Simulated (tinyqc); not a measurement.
Six-transistor SRAM cell, nodal equations and margins: two steps of the calculation.

Two cross-coupled inverters (pull-down bn, pull-up bp) hold the nodes Q and QB; access transistors (ba, threshold VTn, gate on the word line at Vdd when selected) join them to the bit lines. Transistor (EKV form, voltages against the body): I = 2 n b Vt^2 [F(vp - Vs) - F(vp - Vd)] from drain to source, F(v) = ln^2(1 + exp(v/(2 Vt))), vp = (Vg - VT + sg |Vd - Vs|)/n. n-channel bodies are at 0; for the p-channel device all voltages are counted down from Vdd. b in uA/V^2 gives I in uA. For an access transistor the bit line is the drain and the node the source. In a read both bit lines are at Vdd. The cell is symmetric (no mismatch).

Inputs (values chosen for the exercise): temperature T = 350 K; supply voltage Vdd = 0.9 V; slope factor n = 1.23; drain-induced barrier lowering sg = 0.033; n-channel threshold VTn = 0.27 V; p-channel threshold (magnitude) VTp = 0.29 V; gain factor of the pull-down transistor bn = 370 uA/V^2; gain factor of the access transistor ba = 180 uA/V^2; gain factor of the pull-up transistor bp = 140 uA/V^2.

Constants: q = 1.602176634e-19 C, kB = 1.380649e-23 J/K, Vt = kB T/q. Results are converted to the units shown.

Question 1. Node voltages in a read by Newton steps. F1 = In(gate QB, drain Q) - Ip(gate QB, drain Q) - Ia(bit line, Q), F2 the same with Q and QB exchanged; J by central differences with +/- 1e-6 V; solve J d = -F, limit each component to +/- 0.15 V and add.

(Q, QB) after iteration 1 (V): Q 0.08971183, QB 0.89995162

Find: F1, F2; J; (Q, QB) after iteration 2.

Answer 1.

F1, F2 (uA): -2.6791  0.0091

J (uS):
```
         Q     QB
F1  295.24  33.28
F2    0.33  72.79
```

(Q, QB) after iteration 2 (V): Q 0.09881, QB 0.89979

Question 2. Read current and disturbance. Iread = Ia(bit line at Vdd, source Q); cell ratio bn/ba; time to pull a bit line of 20 fF down by 0.1 V at that current.

(Q, QB) (V): Q 0.098903430, QB 0.89977737

Give: Iread; cell ratio; time.

Answer 2.

Iread = 20.93 uA
cell ratio = 2.056
time = 95.55 ps

Program tinyqc, `OMP_NUM_THREADS=1 python tinyqc.py 2340122 2340123 out.jsonl`; Intel Xeon 2.30GHz, shared host, one thread, about 0.2 s.
